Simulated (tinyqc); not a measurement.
Screening unbinds the donor: static screening by free carriers.

kF = (3 pi^2 n/Mv)^(1/3), EF = c kF^2/m with c = hbar^2/2m0, n in 1/angstrom^3 (1e-24 per 1/cm^3), e2 = e^2/(4 pi eps0). Thomas-Fermi: qTF^2 = 6 pi e2 n/(eps EF). Debye: qD^2 = 4 pi e2 n/(eps kB T).

F_j(eta) = (1/Gamma(j + 1)) integral_0^infinity x^j dx/(1 + exp(x - eta)), which tends to exp(eta) for eta << 0.

At finite T: qs^2 = qD^2 F_-1/2(eta)/F_1/2(eta), where n = Mv N F_1/2(eta) and N = 2 (m kB T/(4 pi c))^(3/2) with c = hbar^2/2m0, in 1/angstrom^3; times 1e24 for 1/cm^3.

Donor in the screened potential -(e2/eps) exp(-qs r)/r with the trial function exp(-r/a): E(a) = c/(m a^2) - (e2/eps) 4/(a (2 + qs a)^2), e2 = e^2/(4 pi eps0), c = hbar^2/2m0; isotropic mass.

Constants: hbar^2/2m0 = 3.80998211 eV angstrom^2; e^2/(4 pi eps0) = 14.39964547 eV angstrom; kB = 8.617333262e-05 eV/K; a0 (Bohr radius) = 0.5291772105 angstrom.

Parameters, chosen for this exercise (near those of GaAs; the results hold for these values, not for the real material):
```
symbol  value   unit  meaning
m       0.0676  m0    mass of one isotropic valley
Mv      1             valleys
eps     13            background dielectric constant
T       400     K
```

All carriers n are taken as free and screen with qs(T); E(a) is minimised over a; a dash marks no bound state. aB = a0 eps/m.

Donor level:
```
n (1/cm^3)  n^(1/3) aB  qs aB  E (meV)   a/aB
8.0e+12          0.020  0.006    -5.38  1.000
6.0e+13          0.040  0.016    -5.27  1.000
3.0e+14          0.068  0.035    -5.07  1.001
9.0e+14          0.098  0.061    -4.80  1.003
3.0e+15          0.147  0.112    -4.32  1.008
7.0e+15          0.195  0.171    -3.80  1.019
2.0e+16          0.276  0.288    -2.89  1.049
4.0e+16          0.348  0.405    -2.12  1.095
```

aB = 101.8 angstrom

What can be read from this table?

The level rises from -5.38 meV at the lowest density to -2.12 meV at 4e+16 1/cm^3, against -5.44 meV unscreened. It stays bound over this range. This trial function loses binding at qs aB = 1 and the exact Yukawa problem at 1.19; the Mott rule of thumb is n^(1/3) aB = 0.26, which the last bound row of this table passes: the rule belongs to low temperature, and thermal carriers screen more weakly.

Program tinyqc; command `OMP_NUM_THREADS=1 python tinyqc.py 1650799 1650800 out.jsonl`; about 0.01 s on one thread of a shared Intel(R) Xeon(R) Processor @ 2.30GHz.
